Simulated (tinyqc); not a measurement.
# Thermionic-field emission through a Schottky barrier, WKB: effect of temperature

Metal on an n-type semiconductor with one parabolic valley; V > 0 is forward bias (metal positive). Energies E are counted from the conduction edge of the neutral semiconductor, whose Fermi level lies at -xi; that of the metal lies at -xi - V. The barrier is a parabola of height Vd = phi - xi - V (depletion approximation, no image force).

Nc = 2 (2 pi me m0 kB T/h^2)^1.5 (times 1e-6 for cm^-3); Nd = Nc F12(-xi/Vt), F12(x) = (2/sqrt(pi)) int_0^infinity sqrt(u)/(1 + exp(u - x)) du; E00 = (hbar/2) sqrt(Nd/(me m0 eps0 eps_r)) in SI units (volts). For E < Vd, ln T(E) = -(Vd/E00) [sqrt(1 - y) - y ln((1 + sqrt(1 - y))/sqrt(y))], y = E/Vd; T(E) = 1 above. J = A* T (q/kB) int_0^infinity T(E) N(E) dE, N = ln[(1 + exp((-xi - E)/Vt))/(1 + exp((-xi - V - E)/Vt))], A* = 4 pi q me m0 kB^2/h^3 (times 1e-4 for A/(cm^2 K^2)). The integral is converged to the digits shown; the share over the barrier is that of E > Vd, and 0 means below 1e-6 %. phi is held fixed. By a common rule of thumb, E00/Vt below 0.5 marks thermionic emission, 0.5 to 5 thermionic-field emission and above 5 field emission.

Inputs (values chosen for the exercise); band and dielectric values close to those of gallium arsenide: electron mass me = 0.0662 m0; relative permittivity eps_r = 13; barrier height seen from the metal phi = 0.43 eV; donor density Nd = 3.3e18 cm^-3; bias V = 0.11 V.

Constants: q = 1.602176634e-19 C, kB = 1.380649e-23 J/K, eps0 = 8.8541878128e-12 F/m, hbar = 1.054571817e-34 J s, h = 6.62607015e-34 J s, m0 = 9.1093837015e-31 kg, Vt = kB T/q. Results are converted to the units shown.

Result of one run:
```
E00/Vt	J (A/cm^2)	share over the barrier (%)	mean E/Vd
1.688	4343	4.03e-3	0.3102
```

Which temperature T gave this result: 100, 200, 250, 400 or 500 K?

T = 250 K.

The whole series:
```
T (K)	E00/Vt	J (A/cm^2)	share over the barrier (%)	mean E/Vd
60	7.032	1533	0	0.1877
100	4.219	1730	0	0.2001
150	2.813	2181	0	0.2255
200	2.110	2981	9.21e-5	0.2625
250	1.688	4343	4.03e-3	0.3102
300	1.406	6606	0.0450	0.3654
400	1.055	1.589e4	0.714	0.4808
500	0.8438	3.615e4	3.02	0.5819
```

J rises from 1530 to 36100 A/cm^2, and the mean E/Vd rises from 0.188 to 0.582, as E00/Vt falls from 7.03 (field emission) to 0.844 (thermionic-field emission). Between the first two rows J changes by a factor of 1.13, between the last two by 2.27.

Range of the model: The depletion approximation, a parabolic band and the neglect of image-force lowering make these currents estimates at high doping.

Numbers from tinyqc (`OMP_NUM_THREADS=1 python tinyqc.py 2640004 2640005 out.jsonl`; about 0.03 s on one thread of a shared Intel Xeon 2.30GHz).
